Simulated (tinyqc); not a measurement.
## Segment and feed resistance from two drops

Problem. A rail is fed at one end through Rq; K loads of Ij follow, each after a segment Rs. The drop at load j is K Ij Rq + Rs Ij sum_(l=1..j) (K - l + 1). Find Rs, Rq and the worst drop, at the middle, if the rail were fed through Rq at both ends: K Ij Rq/2 + Rs Ij K^2/8 with the load taken as continuous.

Inputs (values chosen for the exercise): number of equal loads K = 6; current of each load Ij = 2.6 mA.

drops at the first and at the last load (mV): [14.726400, 48.266400]

Solution. The difference of the two drops is Rs Ij K (K - 1)/2, which gives Rs; the first drop then gives Rq.

Rs = 0.8600 ohm
Rq = 0.08400 ohm
drop at the middle with two feeds = 10.72 mV

tinyqc, about 0.1 s, one thread, Intel Xeon 2.30GHz (shared host): `OMP_NUM_THREADS=1 python tinyqc.py 2770178 2770179 out.jsonl`
